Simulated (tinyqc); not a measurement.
Contact resistivity and sheet resistance from two contact lengths.

Question. Rc = [sqrt(rc Rsh)/Wc] coth(Lc/(2 LT)), LT = sqrt(rc/Rsh), Wc = 30 nm; the second contact is twice as long as the first. Find LT, rc and Rsh.

Rc for Lc = 21 and 42 nm (ohm): [382.401721, 237.545375]

Solution. With t = tanh(Lc/(2 LT)) for the shorter contact, the resistance of the longer over that of the shorter is (1 + t^2)/2. Then sqrt(rc Rsh) = Rc t Wc, and rc and Rsh follow by multiplying and dividing by LT.

LT = 19.5 nm
rc = 1.10e-9 ohm cm^2
Rsh = 290 ohm

Program tinyqc, `OMP_NUM_THREADS=1 python tinyqc.py 2170169 2170170 out.jsonl`; Intel Xeon 2.30GHz, shared host, one thread, about 0.04 s.
